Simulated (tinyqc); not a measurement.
From one set of inputs to another, one input at a time: polytypes and stacking faults of a tetrahedral semiconductor in an axial Ising model with couplings up to third neighbours. Computed by tinyqc, a small Python program. Command: `OMP_NUM_THREADS=1 python tinyqc.py 3000207 3000208 out.jsonl polytype ladder`. One thread of a shared host (Intel(R) Xeon(R) Processor @ 2.30GHz), about 0.02 s of CPU time with the checks.

Each double layer has s = +1 or -1 for the sense of its stacking step; E per pair of atoms = E0 - sum_n J_n <s_i s_(i+n)>, n = 1, 2, 3. Hexagonality h = (1 - <s_i s_(i+1)>)/2.

The inputs printed are set A. Inputs not listed in the table keep their values of set A, so the rows need not describe a real material.

Inputs (values chosen for the exercise, for a model crystal):
```
quantity                                    value      unit
J1                                           1.61  meV/pair
J2                                          -1.91  meV/pair
J3                                          -0.32  meV/pair
basal lattice constant a                     3.08  angstrom
gap of 3C                                    2.39        eV
gap of 4H                                    3.26        eV
binding energy of the fault level E_b        0.16        eV
in-plane mass m                              0.38        m0
effective density of states N_c at 300 K  2.1e+19    1/cm^3
electron density n                        1.1e+15    1/cm^3
temperature T                                 400         K
```

Host polytype: 4H.

correlations of the repeat units 3C (+), 2H (+-), 4H (++--), 6H (+++---), 15R (+++--), 8H (++++----), 21R (++++---), 9R (++-):
```
         n = 1      n = 2      n = 3
3C    1.000000   1.000000   1.000000
2H   -1.000000   1.000000  -1.000000
4H    0.000000  -1.000000   0.000000
6H    0.333333  -0.333333  -1.000000
15R   0.200000  -0.600000  -0.600000
8H    0.500000   0.000000  -0.500000
21R   0.428571  -0.142857  -0.714286
9R   -0.333333  -0.333333   1.000000
```

fault coefficients k_n:
```
                      J1  J2  J3
single Shockley (31)   0  -4   0
double Shockley (62)  -4  -8   0
Frank-type (32)       -1  -2   3
```

Constants: 1 eV/angstrom^2 = 16.02176634 J/m^2; m_0 = 9.1093837015e-31 kg; hbar = 1.054571817e-34 J s; k_B = 1.380649e-23 J/K; k_B = 8.617333262e-05 eV/K.

Method:
- E - E(3C) = sum_n J_n (1 - C_n), C_n = <s_i s_(i+n)>. The gap is taken linear in h between 3C (h = 0) and 4H (h = 1/2), a rough rule, with a dash beyond.
- Faults in 4H: the sequences single Shockley (31) (+++-), double Shockley (62) (++++++--), Frank-type (32) (+++--) are put between perfect repeats; k_n = (layers x C_n of the host) - sum_i s_i s_(i+n). gamma = sum k_n J_n/A, A = (sqrt 3/2) a^2; 1 meV/angstrom^2 = 16.02177 mJ/m^2.
- The fault binds electrons in a two-dimensional band E_b below the conduction edge, g2 = m m0/(pi hbar^2) for one valley. With the Fermi level held by the bulk, eta = ln[n/N_c(T)], N_c(T) = N_c (T/300)^1.5, the grand potential falls by g2 (k_B T)^2 F1(x), x = eta + E_b/(k_B T), F1(x) = integral from 0 to infinity of ln(1 + exp(x - t)) dt; sheet density g2 k_B T ln(1 + e^x). Band bending by the trapped charge is left out, so the gain is an upper bound.
- Net fault energy = gamma of the single Shockley (31) fault less the electronic gain.

Each row keeps all changes above it:
```
input moved                                           from       to  electronic gain (mJ/m^2)  E(6H) - E(3C) (meV/pair)  sheet density (1/cm^2)
set A                                                    -        -                 0.0010655                   -2.1133              1.9276e+10
temperature T (K)                                      400      950                 0.0001119                   -2.1133              8.5278e+08
J3 (meV/pair)                                        -0.32    -0.33                 0.0001119                   -2.1333              8.5278e+08
electron density n (1/cm^3)                        1.1e+15  9.5e+15                 0.0009659                   -2.1333              7.3631e+09
in-plane mass m (m0)                                  0.38     0.44                 0.0011184                   -2.1333              8.5257e+09
J2 (meV/pair)                                        -1.91     -2.5                 0.0011184                   -2.9200              8.5257e+09
J1 (meV/pair)                                         1.61     1.15                 0.0011184                   -3.2267              8.5257e+09
effective density of states N_c at 300 K (1/cm^3)  2.1e+19  1.9e+19                 0.0012361                   -3.2267              9.4228e+09
```

Where does the difference come from?

Electronic gain goes from 0.00107 to 0.00124, a factor 1.16 in all. The largest single move comes from temperature T (a factor 0.105), but it runs against the net change; the largest move in the direction of the net change is electron density n (a factor 8.64). E(6H) - E(3C) goes from -2.11 to -3.23, -1.11 in all. The largest single move comes from J2 (-0.787). Sheet density goes from 1.93e10 to 9.42e9, a factor 0.489 in all. The largest single move comes from temperature T (a factor 0.0442), and electron density n works against it (a factor 8.63). The single moves hold for this order of the switches; the total does not depend on the order.

Extremes, crossings and ranges named in words are read from the listed rows.
